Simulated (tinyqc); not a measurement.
Radius, Mott density and mass from the binding energy.

Problem. A donor has the isolated binding energy E0 = cc Ry, Ry = (m0 q^3/(8 eps0^2 h^2)) me/eps_r^2 in eV, radius a = q/(8 pi eps0 eps_r E0) and Mott density (0.26/a)^3. Find a, the Mott density and me.

Values chosen for this exercise: relative permittivity eps_r = 16.1; ratio of the true binding energy to the hydrogenic one cc = 1.6.

Constants: q = 1.602176634e-19 C, eps0 = 8.8541878128e-12 F/m, h = 6.62607015e-34 J s, m0 = 9.1093837015e-31 kg. Results are converted to the units shown.

E0 = 10.161885 meV

Solution. Each follows directly from E0.

a = 4.401 nm
Mott density = 2.062e17 cm^-3
me = 0.1210 m0

Numbers from tinyqc (`OMP_NUM_THREADS=1 python tinyqc.py 2330065 2330066 out.jsonl`; about 0.01 s on one thread of a shared Intel Xeon 2.30GHz).
